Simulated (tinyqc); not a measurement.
Crystal pulling from the melt: segregation, interface stability, heat balance and point-defect regime. From C_s back to frozen fraction g. Computed by tinyqc, a small Python program. Command: `OMP_NUM_THREADS=1 python tinyqc.py 3003775 3003776 out.jsonl pull inv`. One thread of a shared host (Intel(R) Xeon(R) Processor @ 2.30GHz), about 0.01 s of CPU time with the checks.

A dilute solute; steady pulling with a flat interface unless it is found unstable.

Inputs (values chosen for the exercise, modelled on germanium in silicon): equilibrium coefficient k0 = 0.33; initial melt concentration C0 = 1e+16 1/cm^3; diffusivity in the melt D = 0.00034 cm^2/s; kinematic viscosity nu = 0.0033 cm^2/s; crystal rotation = 20 rpm; pull rate V = 1 mm/min.

Loss from the melt surface: none.

Method. delta = 1.61 D^(1/3) nu^(1/6) omega^(-1/2), omega = 2 pi rpm/60; k_eff = k0/[k0 + (1 - k0) exp(-V delta/D)] (Burton, Prim and Slichter); the melt at the interface is enriched by k_eff/k0. Axial profile: C_s = k_eff C0 (1 - g)^(k_eff - 1); bulk melt C_L = C_s/k_eff. Usable fraction: the g at which C_s has changed by 30 % from its first value (0.99 at most).

Problem. A run gave the result below. Find the frozen fraction g, known to lie between 0.15 and 0.38.

C_s = 4.456686e+15 1/cm^3

Solution.

Each step takes the trial c = (a f_b - b f_a)/(f_b - f_a), f being the result less the target and a, b, c the logarithms of the listed values; c replaces end b, the old b replaces a if the sign of f changed, and otherwise f_a is halved.

Scan of the range:
```
frozen fraction g  C_s (1/cm^3)
0.150               4.02846e+15
0.175               4.10577e+15
0.204               4.20039e+15
0.239               4.32240e+15
0.279               4.47359e+15
0.325               4.66539e+15
0.380               4.92484e+15
```

False position (Illinois rule, in the logarithm of the input) inside the bracket:
```
step     end a     end b     trial  C_s (1/cm^3)
1     0.239000  0.279000  0.274214   4.45478e+15
2     0.279000  0.274214  0.274694   4.45666e+15
3     0.279000  0.274694  0.274706   4.45671e+15
4     0.274694  0.274706  0.274700   4.45669e+15
```

C_s rises at every point of a 13-point scan of the range (every second point is shown), so one value fits; it is bracketed by 0.239 and 0.279. Answer: frozen fraction g = 0.2747.
